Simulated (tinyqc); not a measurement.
Static screening by free carriers: one step. Lindhard function at one q. Three cases, with inputs chosen for the exercise.

Question. Compare with Thomas-Fermi, 1 + (qTF/q)^2.

Lindhard at zero temperature: eps(q)/eps = 1 + (qTF/q)^2 L(x), x = q/(2 kF), L(x) = 1/2 + ((1 - x^2)/(4x)) ln|(1 + x)/(1 - x)|.

Give: x; L(x); eps(q)/eps, Lindhard; eps(q)/eps, Thomas-Fermi.

Case 1.

Values chosen (out of a larger set: a free-electron density near that of Na; not measured data): q = 2.86 1/angstrom (wave vector).

kF = 0.9141418 1/angstrom
qTF = 1.483069 1/angstrom

Answer.

x = 1.5643
L(x) = 0.1499
eps(q)/eps, Lindhard = 1.040
eps(q)/eps, Thomas-Fermi = 1.269

The carriers respond with 15 % of their long-wave strength at this q, beyond 2 kF, where no pair of states on the Fermi surface is joined by q.

Case 2.

Values chosen (out of a larger set: near those of InP; not measured data): q = 0.0139 1/angstrom (wave vector).

kF = 0.004510876 1/angstrom
qTF = 0.008336511 1/angstrom

Answer.

x = 1.5407
L(x) = 0.1551
eps(q)/eps, Lindhard = 1.056
eps(q)/eps, Thomas-Fermi = 1.360

The carriers respond with 16 % of their long-wave strength at this q, beyond 2 kF, where no pair of states on the Fermi surface is joined by q. The zero-temperature form is an exercise here: at the temperature of this gas EF is only 0.057 kT.

Case 3.

Values chosen (out of a larger set: a free-electron density near that of Cu; not measured data): q = 2.27 1/angstrom (wave vector).

kF = 1.345675 1/angstrom
qTF = 1.799387 1/angstrom

Answer.

x = 0.8434
L(x) = 0.7109
eps(q)/eps, Lindhard = 1.447
eps(q)/eps, Thomas-Fermi = 1.628

The carriers respond with 71 % of their long-wave strength at this q.

Computed by tinyqc, one run a case: `OMP_NUM_THREADS=1 python tinyqc.py N N+1 out.jsonl` with N = 1682491, 1682582, 1682611; one thread of a shared Intel(R) Xeon(R) Processor @ 2.30GHz, about 0.01 s a run at most.
